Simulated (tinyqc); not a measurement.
A square-lattice strip 2 sites wide, recursive Green functions: two steps of the calculation.

The device has N = 5 slices of 2 site(s), nearest-neighbour hopping -t, and site energies U; the leads are semi-infinite continuations with site energy 0. V = <i+1|H|i> = -t 1.

Parameters, values chosen for the exercise: hopping (matrix element -t) t = 1 eV; site energies, slice by slice (2 a slice) U = [-0.87, 0.69, 0.39, 0.7, 0.43, -0.23, -0.8, -0.25, -0.7, -0.12] eV; energy E = 1.11 eV.

Task 1. Slice 1. Forward pass: g_1 = (E - H_1 - Sigma)^(-1), g_i = (E - H_i - V g_(i-1) V^dagger)^(-1), with Sigma also subtracted on the last slice; G_(i,1) = g_i V G_(i-1,1), starting from g_1. H_i is the block of slice i: its site energies on the diagonal and -t between neighbouring rows.

Sigma (eV):
```
	1	2
1	0.38690405-0.49924318i	0.33190405+0.49924318i
2	0.33190405+0.49924318i	0.38690405-0.49924318i
```

Wanted: g_1.

Result 1.

g_1 (1/eV):
```
	1	2
1	0.3097-0.1048i	0.4275+0.3380i
2	0.4275+0.3380i	0.0475-1.0898i
```

Task 2. Slice 4. 

g_3 (1/eV):
```
	1	2
1	-0.24648935-0.93285561i	0.50916580+0.06604128i
2	0.50916580+0.06604128i	0.53684103-0.00467538i
```

G_(3,1) (1/eV):
```
	1	2
1	0.20820037-0.32068108i	-0.98893770-0.98052954i
2	0.35518010+0.02270254i	0.43993119+0.06941634i
```

Wanted: g_4; G_(4,1).

Result 2.

g_4 (1/eV):
```
	1	2
1	0.4134-0.2241i	-0.2276+0.1681i
2	-0.2276+0.1681i	1.3363-0.1261i
```

G_(4,1) (1/eV):
```
	1	2
1	0.07043+0.12471i	0.74037+0.12566i
2	-0.48402-0.09354i	-0.98653-0.09425i
```

Computed by the program tinyqc: `OMP_NUM_THREADS=1 python tinyqc.py 2660110 2660111 out.jsonl`, one thread of a shared Intel Xeon 2.30GHz, about 0.02 s for the whole run.
